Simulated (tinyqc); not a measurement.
Comparisons within one model: Stoner model of a band ferromagnet. A value that a table varies takes the place of the one given here.

Density of states per atom and spin: semi-elliptic, D(e) = (8 M/(pi W^2)) sqrt(W^2/4 - e^2). Levels e -/+ I m/2 for up and down spin, m = n_up - n_down, n_up + n_down = nd. At zero temperature e(N) is the energy below which N states lie, and E(m) = sum over spins of integral e D de - I m^2/4.

Constants: kB = 8.617333262e-05 eV/K.

Parameters, chosen for this exercise: W = 4.2 eV (band width, e from -W/2 to W/2); M = 5 (states per atom and spin); nd = 5.37 (electrons per atom); I = 1.06 eV (Stoner parameter).

## Moment against temperature

Fermi-Dirac occupations on 600 equal energy intervals; m is iterated from saturation until it changes by less than 1e-7 or for 400 rounds; the paramagnet is unstable while I times the mean of D weighted by -df/de exceeds 1.

Results:
```
T/Tc  T (K)  m (muB)  I D(T) of the paramagnet
0.10   1255    4.630                     1.597
0.30   3765    4.612                     1.533
0.50   6276    4.398                     1.395
0.65   8158    3.965                     1.268
0.80  10041    3.195                     1.145
0.90  11296    2.347                     1.070
0.95  11924    1.689                     1.034
1.10  13807    0.000                     0.937
```

Tc (from I D(T) = 1) = 1.26e+04 K

kB Tc = 1.082 eV, 0.22 of the exchange splitting at zero temperature. m keeps 0.95 of its first value at half Tc and 0.51 at 0.9 Tc. The model knows only Stoner excitations; spin waves and local moments bring the ordering temperature below the Stoner value.

## Moment against the Stoner parameter

Lowest state for each I.

Results:
```
I (eV)  I D(EF)  m (muB)  E - E(0) (meV)
0.40      0.605    0.000             0.0
0.53      0.802    0.000             0.0
0.60      0.908    0.000             0.0
0.66      0.999    0.000             0.0
0.73      1.105    4.074          -164.9
0.83      1.256    4.630          -673.7
1.00      1.513    4.630         -1584.8
1.19      1.801    4.630         -2603.1
```

A moment first appears at I = 0.73 eV of those listed, where I D(EF) = 1.105. It is saturated at 4.630 from I = 0.83 eV on.

## Moment against band filling

Rigid band, I fixed: a Slater-Pauling curve.

Results:
```
nd   I D(EF)  m (muB)  m_max
3.0    1.522    3.000    3.0
4.0    1.587    4.000    4.0
5.0    1.607    5.000    5.0
6.0    1.587    4.000    4.0
6.5    1.561    3.500    3.5
7.0    1.522    3.000    3.0
7.5    1.470    2.500    2.5
8.0    1.399    2.000    2.0
8.5    1.303    1.500    1.5
9.0    1.167    0.999    1.0
9.5    0.952    0.000    0.5
```

Magnetic fillings among those listed: 3.0, 4.0, 5.0, 6.0, 6.5, 7.0, 7.5, 8.0, 8.5 and 9.0; the largest moment is 5.00 at nd = 5. At 3.0, 4.0, 5.0, 6.0, 6.5, 7.0, 7.5, 8.0 and 8.5 the moment is saturated and follows m_max, changing by one per electron.

## What moves the moment

Lowest state for each case. Each row changes one parameter from the base and keeps the others.

Results:
```
case          I D(EF)  m (muB)  E - E(0) (meV)
base            1.604    4.630         -1906.4
W = 3.864 eV    1.743    4.630         -2208.3
I = 1.145 eV    1.733    4.630         -2361.9
nd = 5.07       1.607    4.930         -2125.0
```

The largest shifts from the base row, up to three for each result and ties (the steps differ in size, so this ranks the rows, not the parameters). I D(EF): W +0.139, I +0.129, nd +0.003. m (muB): nd +0.300; unchanged at the printed digits by W and I. E - E(0) (meV): I -455.5, W -302.0, nd -218.7.

tinyqc: `OMP_NUM_THREADS=1 python tinyqc.py 1650211 1650212 out.jsonl`; about 0.3 s, one thread, shared Intel(R) Xeon(R) Processor @ 2.30GHz.
